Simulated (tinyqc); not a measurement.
Inside a calculation. Method: Pariser-Parr-Pople SCF with singles CI, for the molecule C=Cc1ccoc1 (SMILES; centres numbered as the heavy atoms are written). Computed by tinyqc, a small Python program that keeps every step. Settings: charge = 0, gamma = MN, start = huckel, damping = 0, iteration cap = 62, excitations kept = 4. Command: `OMP_NUM_THREADS=1 python tinyqc.py 29675 29676 out.jsonl` (the two numbers bound the seeds that draw the settings). One thread of a shared host (Intel(R) Xeon(R) Processor @ 2.60GHz), about 0.01 s of CPU time with the checks. Later iterations appear only in the table of the cycle.

## PPP integrals

Centres (angstrom, eV; a flat drawing with bonds scaled to 1.40 angstrom):
```
centre          x          y  core charge z          W   gamma_rr
1C      -2.628000   0.423000              1  11.300000  10.790000
2C      -1.659000  -0.587000              1  11.300000  10.790000
3C      -0.299000  -0.252000              1  11.300000  10.790000
4C       0.771000  -1.155000              1  11.300000  10.790000
5C       1.960000  -0.417000              1  11.300000  10.790000
6O       1.626000   0.943000              2  36.730000  23.830000
7C       0.229000   1.044000              1  11.300000  10.790000
```

Resonance integrals (eV):
```
i  j       beta
1  2  -2.510000
2  3  -2.510000
3  4  -2.510000
4  5  -2.510000
5  6  -2.330000
6  7  -2.330000
7  3  -2.510000
```

Mataga-Nishimoto: gamma = 14.399645/(R + a), a = 2 x 14.399645/(gamma_rr + gamma_ss); H_rr = -W_r - sum_(s != r) z_s gamma_rs; H_rs = beta for bonds.

repulsion gamma_rs (eV), lower triangle:
```
           1C         2C         3C         4C         5C         6O         7C
1C  10.790000
2C   5.266492  10.790000
3C   3.830325   5.264591  10.790000
4C   2.833475   3.759662   5.265633  10.790000
5C   2.400421   2.904603   4.000397   5.266970  10.790000
6O   2.813787   3.231739   4.648609   4.648947   6.450641  23.830000
7C   3.381589   3.760217   5.266946   4.000628   4.000256   6.449966  10.790000
```

core matrix H (eV), lower triangle:
```
            1C          2C          3C          4C          5C          6O          7C
1C  -34.639876
2C   -2.510000  -38.719041
3C    0.000000   -2.510000  -44.225110
4C    0.000000    0.000000   -2.510000  -41.724263
5C    0.000000    0.000000    0.000000   -2.510000  -42.773929
6O    0.000000    0.000000    0.000000    0.000000   -2.330000  -64.973688
7C    0.000000    0.000000   -2.510000    0.000000    0.000000   -2.330000  -44.609568
```

## Starting guess

pi electrons, sum of z_r less the charge = 8

Orbitals of the Hueckel matrix of the beta values.

P at the start, lower triangle:
```
           1C         2C         3C         4C         5C        6O        7C
1C   1.117713
2C   0.897540   0.984563
3C  -0.133150   0.425231   1.159627
4C  -0.232635   0.021670   0.578626   1.181820
5C   0.154820  -0.079240  -0.206270   0.679907   1.174977
6O   0.165245  -0.078769  -0.220010  -0.229578   0.618963  1.196017
7C  -0.239674   0.020244   0.591785  -0.250133  -0.226273  0.666214  1.185283
```

## Iteration 1: Fock matrix

F_rr = H_rr + P_rr gamma_rr / 2 + sum_(s != r) P_ss gamma_rs; F_rs = H_rs - P_rs gamma_rs / 2; E = tr P (H + F) / 2 + core repulsion sum_(r<s) z_r z_s gamma_rs.

F (eV), lower triangle:
```
           1C         2C         3C         4C         5C          6O         7C
1C  -5.440298
2C  -4.873442  -5.237715
3C   0.255004  -3.629334  -5.778355
4C   0.329582  -0.040735  -4.033415  -5.882873
5C  -0.185816   0.115081   0.412581  -4.300524  -7.572092
6O  -0.232482   0.127280   0.511370   0.533647  -4.326354  -18.287030
7C   0.405239  -0.038061  -4.068449   0.500344   0.452575   -4.478530  -7.482957
```

pi energy = -124.760007 eV

## Iteration 1: orbitals and new P

Diagonalise F (the basis is taken as orthonormal) and form P = 2 sum c c over the lowest orbitals.

orbital energies (eV): -21.128624  -12.811537  -10.845505  -9.501306  -2.637659  -0.770559  2.013870

P after iteration 1, lower triangle:
```
           1C         2C         3C         4C         5C        6O        7C
1C   1.030400
2C   0.925767   0.988812
3C  -0.026146   0.374340   1.025049
4C  -0.179283   0.012660   0.537352   1.014447
5C   0.023160  -0.047428  -0.046350   0.794206   1.100619
6O   0.111207  -0.013845  -0.201031  -0.213132   0.395114  1.759204
7C  -0.310327   0.009960   0.726119  -0.050522  -0.445043  0.411214  1.081468
```

## Iteration 2: Fock matrix

As before.

F (eV), lower triangle:
```
           1C         2C         3C         4C         5C          6O         7C
1C  -5.823557
2C  -4.947771  -5.798659
3C   0.050075  -3.495373  -5.924004
4C   0.253996  -0.023799  -3.924750  -5.914648
5C  -0.027796   0.068879   0.092709  -4.601530  -6.372779
6O  -0.156457   0.022371   0.467258   0.495420  -3.604370  -14.361568
7C   0.524699  -0.018726  -4.422215   0.101059   0.890142   -3.656157  -6.365640
```

pi energy = -128.361397 eV

## Iteration 2: orbitals and new P

As before.

orbital energies (eV): -16.990418  -12.976025  -10.616057  -9.545355  -1.581526  -0.578042  1.726567

P after iteration 2, lower triangle:
```
           1C         2C         3C         4C         5C        6O        7C
1C   1.022078
2C   0.931799   0.996796
3C  -0.032721   0.359672   1.050650
4C  -0.160765   0.003297   0.517773   1.053419
5C   0.032198  -0.046835  -0.062394   0.808805   1.059527
6O   0.100568  -0.009192  -0.198267  -0.210357   0.394655  1.765745
7C  -0.305282   0.009353   0.745458  -0.069182  -0.423575  0.405122  1.051785
```

## Convergence

Stop when output and input P, before any damping, agree to 1e-7.

Course of the cycle:
```
iteration         E (eV)  largest |P(out) - P(in)|
1          -124.76000680                  5.63e-01
2          -128.36139747                  4.11e-02
3          -128.39642654                  8.32e-03
4          -128.39947660                  3.86e-03
5          -128.39999756                  1.75e-03
6          -128.40009315                  7.89e-04
7          -128.40011120                  3.54e-04
8          -128.40011468                  1.58e-04
9          -128.40011536                  7.11e-05
10         -128.40011550                  3.19e-05
11         -128.40011552                  1.44e-05
12         -128.40011553                  6.48e-06
13         -128.40011553                  2.92e-06
14         -128.40011553                  1.32e-06
15         -128.40011553                  5.96e-07
16         -128.40011553                  2.70e-07
17         -128.40011553                  1.22e-07
18         -128.40011553                  5.54e-08
```

Converged in 18 iterations.

## Converged orbitals

Charges are z - P_rr.

orbital energies (eV): -16.998399  -12.885419  -10.602894  -9.563216  -1.558308  -0.547149  1.796121

coefficients:
```
         MO1        MO2        MO3        MO4        MO5        MO6        MO7
1C  0.017122   0.322072  -0.377397  -0.515915   0.548071  -0.338406   0.269219
2C  0.055223   0.511168  -0.357782  -0.323216  -0.406751   0.358259  -0.457585
3C  0.163800   0.597010   0.048693   0.373946  -0.299207  -0.039890   0.619214
4C  0.150874   0.369217   0.603946  -0.062267   0.017635  -0.534439  -0.431684
5C  0.326260   0.051077   0.527486  -0.373955   0.245207   0.608360   0.206479
6O  0.854896  -0.315875  -0.208235  -0.110571  -0.244767  -0.230366   0.028441
7C  0.331318   0.199620  -0.202084   0.577566   0.569472   0.216205  -0.323909
```

pi charges: 1C -0.025240, 2C 0.006361, 3C -0.050916, 4C -0.055426, 5C -0.054276, 6O 0.227576, 7C -0.048080

## Singles CI, singlets

Over the 4 single excitations with the smallest orbital gaps: A = (e_a - e_i) delta + 2 (ia|jb) - (ij|ab), with (pq|rs) = sum c_mp c_mq gamma_mn c_nr c_ns. f = 2/3 w |mu|^2 in atomic units, mu = sqrt2 sum c_ia sum_m c_mi c_ma R_m.

singlet CI matrix (eV), lower triangle:
```
          4>5        4>6        3>5       3>6
4>5  5.225349
4>6  0.021027   5.826292
3>5  0.053429  -0.288431   5.836714
3>6  0.096388   0.054318  -0.169966  7.253465
```

singlet excitation energies (eV): 5.210077  5.549095  6.099640  7.283008

oscillator strengths: 0.222798  0.017916  1.098649  0.307565

## Singles CI, triplets

Over the 4 single excitations with the smallest orbital gaps: A = (e_a - e_i) delta - (ij|ab), with (pq|rs) = sum c_mp c_mq gamma_mn c_nr c_ns.

triplet CI matrix (eV), lower triangle:
```
           4>5       4>6        3>5       3>6
4>5   2.437579
4>6  -0.011554  4.375334
3>5  -0.355591  0.933572   4.515691
3>6   0.933572  0.555602  -0.295269  4.322422
```

triplet excitation energies (eV): 2.024660  3.223468  4.987979  5.414919
